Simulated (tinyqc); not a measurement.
Inside a calculation. Method: G0W0 on RHF in the sto-3g basis, for H6, spin multiplicity 1. One step of it, computed by the program tinyqc.

Task: Screening: direct RPA. With D = e_a - e_i and K = (ia|jb): diagonalise D^(1/2) (D + 4K) D^(1/2) = Z w^2 Z^T; X + Y = D^(1/2) Z w^(-1/2), each column of Z with its largest component positive (the first on a tie); E_c = (sum w - tr (D + 2K)) / 2.

orbital energies (hartree): MO1 -0.733288, MO2 -0.599728, MO3 -0.409311, MO4 0.393022, MO5 0.807935, MO6 1.333466

Two-electron integrals over orbitals (pq|rs), unique and non-zero (hartree):
```
(11|11) 0.449374    (21|21) 0.131247    (22|11) 0.359032    (22|22) 0.406572
(31|11) 0.085267    (31|22) -0.042142   (31|31) 0.118716    (32|21) -0.118960
(32|32) 0.141911    (33|11) 0.405249    (33|22) 0.372390    (33|31) 0.036442
(33|33) 0.407170    (41|21) -0.044360   (41|32) -0.006465   (41|41) 0.080411
(42|11) -0.070965   (42|22) -0.004676   (42|31) -0.056418   (42|33) -0.013545
(42|42) 0.078741    (43|21) -0.073252   (43|32) 0.074951    (43|41) 0.012929
(43|43) 0.086450    (44|11) 0.407656    (44|22) 0.374710    (44|31) 0.033666
(44|33) 0.396493    (44|42) -0.026358   (44|44) 0.413902    (51|11) 0.006768
(51|22) 0.032669    (51|31) -0.029063   (51|33) -0.012458   (51|42) -0.033444
(51|44) 0.000573    (51|51) 0.050479    (52|21) 0.032473    (52|32) 0.000997
(52|41) -0.055001   (52|43) 0.034242    (52|52) 0.084651    (53|11) -0.079085
(53|22) -0.009694   (53|31) -0.061749   (53|33) -0.029873   (53|42) 0.073054
(53|44) -0.025164   (53|51) -0.024902   (53|53) 0.079999    (54|21) -0.121811
(54|32) 0.134541    (54|41) 0.006429    (54|43) 0.076238    (54|52) -0.004306
(54|54) 0.146232    (55|11) 0.380747    (55|22) 0.412987    (55|31) -0.027277
(55|33) 0.389102    (55|42) -0.013267   (55|44) 0.399386    (55|51) 0.031938
(55|53) -0.017132   (55|55) 0.442774    (61|21) 0.001959    (61|32) 0.018784
(61|41) -0.029621   (61|43) -0.043204   (61|52) -0.028618   (61|54) 0.015192
(61|61) 0.065555    (62|11) -0.011835   (62|22) -0.036721   (62|31) 0.026222
(62|33) 0.000344    (62|42) 0.028339    (62|44) 0.001852    (62|51) -0.044378
(62|53) 0.030105    (62|55) -0.036104   (62|62) 0.046937    (63|21) 0.047077
(63|32) -0.003157   (63|41) -0.074803   (63|43) -0.016108   (63|52) 0.054157
(63|54) -0.004043   (63|61) 0.028960    (63|63) 0.081053    (64|11) -0.087800
(64|22) 0.032981    (64|31) -0.112547   (64|33) -0.039155   (64|42) 0.058149
(64|44) -0.039313   (64|51) 0.025456    (64|53) 0.062113    (64|55) 0.030187
(64|62) -0.025477   (64|64) 0.122390    (65|21) -0.133351   (65|32) 0.123309
(65|41) 0.045230    (65|43) 0.077464    (65|52) -0.034040   (65|54) 0.130851
(65|61) -0.002964   (65|63) -0.052866   (65|65) 0.151907    (66|11) 0.484286
(66|22) 0.386751    (66|31) 0.094399    (66|33) 0.440798    (66|42) -0.079832
(66|44) 0.449241    (66|51) 0.007551    (66|53) -0.091633   (66|55) 0.422320
(66|62) -0.014397   (66|64) -0.104841   (66|66) 0.555695
```

Give: D^(1/2) (D + 4K) D^(1/2); excitation energies w; X + Y; RPA correlation energy.

Result:

D^(1/2) (D + 4K) D^(1/2) (hartree^2):
```
        1>4     1>5     1>6     2>4     2>5     2>6     3>4     3>5
1>4   1.631   0.000  -0.181   0.000  -0.277   0.000   0.049   0.000
1>5   0.000   2.687   0.000  -0.165   0.000  -0.306   0.000  -0.136
1>6  -0.181   0.000   4.813   0.000  -0.195   0.000  -0.223   0.000
2>4   0.000  -0.165   0.000   1.298   0.000   0.157   0.000   0.321
2>5  -0.277   0.000  -0.195   0.000   2.458   0.000   0.146   0.000
2>6   0.000  -0.306   0.000   0.157   0.000   4.100   0.000   0.185
3>4   0.049   0.000  -0.223   0.000   0.146   0.000   0.921   0.000
3>5   0.000  -0.136   0.000   0.321   0.000   0.185   0.000   1.871
3>6  -0.419   0.000   0.220   0.000   0.339   0.000  -0.076   0.000

        3>6
1>4  -0.419
1>5   0.000
1>6   0.220
2>4   0.000
2>5   0.339
2>6   0.000
3>4  -0.076
3>5   0.000
3>6   3.602
```

excitation energies w (hartree): 0.943  1.071  1.222  1.398  1.544  1.630  1.941  2.049  2.212

X + Y:
```
          1       2      3       4       5       6       7       8
1>4  -0.087   0.000  0.919   0.000  -0.149   0.000  -0.156   0.000
1>5   0.000   0.072  0.000   0.231   0.000   0.924   0.000  -0.185
1>6   0.068   0.000  0.080   0.000   0.114   0.000  -0.176   0.000
2>4   0.000   0.884  0.000   0.310   0.000  -0.099   0.000   0.053
2>5  -0.129   0.000  0.236   0.000   0.878   0.000   0.260   0.000
2>6   0.000  -0.024  0.000  -0.086   0.000   0.257   0.000   0.941
3>4   0.913   0.000  0.076   0.000   0.063   0.000   0.001   0.000
3>5   0.000  -0.417  0.000   0.840   0.000  -0.140   0.000   0.077
3>6   0.034   0.000  0.181   0.000  -0.348   0.000   0.866   0.000

          9
1>4  -0.053
1>5   0.000
1>6   0.945
2>4   0.000
2>5  -0.039
2>6   0.000
3>4  -0.037
3>5   0.000
3>6   0.161
```

RPA correlation energy = -0.06456 hartree
